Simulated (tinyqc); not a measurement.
Long-channel MOSFET, surface-potential model: one step of the calculation.

n-channel transistor on a uniformly doped p-type body, gradual-channel approximation, constant mobility, Boltzmann statistics, full ionisation. Potentials are counted from the neutral body; V is the electron quasi-Fermi potential, Vsb at the source and Vsb + Vds at the drain. Charges are magnitudes per area.

Problem. Inversion charge along the channel. The surface potential psi at channel potential V solves Vgs + Vsb - Vfb - psi = gamma sqrt(G), G = psi - Vt + Vt exp((psi - 2 phiF - V)/Vt). Charge sheet: Qi = Cox gamma [sqrt(G) - sqrt(psi - Vt)]. Pao-Sah: Qi = (Cox gamma/2) integral from 3 Vt to psi of exp((u - 2 phiF - V)/Vt)/sqrt(G(u, V)) du.

Parameters, values chosen for the exercise; material values close to those of gallium nitride:
- T = 350 K (temperature)
- Vfb = -1.94 V (flat-band voltage)
- Vsb = 1 V (source-body reverse bias)
- Vgs = 2.07 V (gate-source voltage)

Constants: q = 1.602176634e-19 C, kB = 1.380649e-23 J/K, Vt = kB T/q. Results are converted to the units shown.

V, point 0 to 6 (V): 1  1.2  1.4  1.6  1.8  2  2.2
phiF = 1.5924925 V
Cox = 0.62301285 uF/cm^2
gamma = 0.36170108 V^0.5

Wanted: psi; Qi, charge sheet; Qi, Pao-Sah.

Solution.

```
point  psi (V)  Qi, charge sheet (nC/cm^2)  Qi, Pao-Sah (nC/cm^2)
0       4.2469                      12.704                 12.750
1       4.2656                    0.031494               0.031607
2       4.2656                   4.1594e-5              4.1744e-5
3       4.2656                   5.4848e-8              5.5045e-8
4       4.2656                  7.2325e-11             7.2585e-11
5       4.2656                  9.5370e-14             9.5713e-14
6       4.2656                  1.2576e-16             1.2621e-16
```

At the source the charge-sheet charge is 0.36 % below the Pao-Sah one.

Computed by the program tinyqc: `OMP_NUM_THREADS=1 python tinyqc.py 2360101 2360102 out.jsonl`, one thread of a shared Intel Xeon 2.30GHz, about 0.06 s for the whole run.
